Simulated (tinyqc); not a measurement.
Worked calculation: alloy A(1-x)B(x) by interpolation with bowing. Values are carried at full precision from step to step, so a last printed digit may differ when a step is redone from the rounded ones.

Each gap follows E(x) = (1 - x) E_A + x E_B - C x (1 - x); the lattice constant follows Vegard, a(x) = (1 - x) a_A + x a_B.

Constants: hc = 1239.841984 eV nm; kB = 8.617333262e-05 eV/K.

Inputs chosen for the exercise (A near Ge, B near Si; shifted at random, so the results belong to these values and not to a real crystal):
- a = (5.653, 5.433) angstrom (lattice constant of A, B)
- x = 0.45 (fraction of B)
- Eg = (0.888, 4.172) eV (gap at Gamma to the s-like level of A, B)
- EgX = (0.922, 1.166) eV (gap to the lowest valley along Gamma-X of A, B)
- EgL = (0.734, 2.089) eV (gap to L of A, B)
- C = (0.212, 0.199, 0.08) eV (bowing of the Gamma, X and L gaps)
- Dso = (0.287, 0.044) eV (spin-orbit splitting of A, B)
- Ep = (26.2, 21.7) eV (Kane energy of A, B)
- me = (0.0375, 0.1986) m0 (electron mass at Gamma of A, B)
- Cs = 0 eV (bowing of Dso)
- md = (0.1011, 0.78, 0.67) m0 (density-of-states masses of Gamma, all X and all L valleys)
- T = 300 K (temperature)

## Gaps and lattice constant at x

Also give the wavelength hc/E of the lowest gap.

a(x) = 5.5540 angstrom

linear parts (eV): Gamma 2.3658, X 1.0318, L 1.3438

bowing terms C x (1 - x) (eV): Gamma 0.0525, X 0.0493, L 0.0198

gaps (eV): Gamma 2.3133, X 0.9825, L 1.3239

wavelength of the lowest gap = 1261.9 nm

The lowest valley is X, so the gap is indirect; the next, L, lies 341 meV higher.

## Where the valleys cross

The difference of two gaps is a quadratic q2 x^2 + q1 x + q0 with q2 = C_i - C_j, q1 = (E_B - E_A - C)_i - (E_B - E_A - C)_j, q0 = E_A,i - E_A,j; give its roots between 0 and 1 (a dash: none).

Crossings:
```
pair,q2,q1,q0,first root,second root
Gamma-X,0.013,3.027,-0.034,0.0112,-
Gamma-L,0.132,1.797,0.154,-,-
X-L,0.119,-1.230,0.188,0.1552,-
```

The lowest valley changes at x = 0.155 (L to X, gap 0.934 eV). The other crossings lie above the lowest valley.

## Electron mass of the alloy

Mass at Gamma from the Kane formula 1/m = F + Ep (Eg + 2 Dso/3)/(Eg (Eg + Dso)). F is fixed by the masses of A and B and interpolated linearly, as is Ep; Eg and Dso carry their bowing.

Compare with the linear interpolation of the masses.

F of A, B: -0.4356  -0.1480

Ep, Eg, Dso at x (eV): 24.1750  2.3133  0.1777

m(x) from the Kane formula = 0.1011 m0
m(x) linear = 0.1100 m0

The Kane value lies 8.1 % below the linear one. The Gamma valley is not the lowest at this x.

## Shares of the electrons in the valleys

Non-degenerate: n_i proportional to md_i^(3/2) exp(-E_i/kT).

md^(3/2): Gamma 0.0321, X 0.6889, L 0.5484

(E - E_min)/kT: Gamma 51.48, X 0.00, L 13.21

shares: Gamma 0.000, X 1.000, L 0.000

X holds most electrons (100.0 %).

## Checks

- The Gamma and X gaps at their crossing x = 0.0112 (eV): both 0.9225.
- The X and L gaps at their crossing x = 0.1552 (eV): both 0.9338.

Run: tinyqc, `OMP_NUM_THREADS=1 python tinyqc.py 1050509 1050510 out.jsonl`; Intel(R) Xeon(R) Processor @ 2.30GHz, one thread, shared host; about 0.01 s of CPU time with all checks.
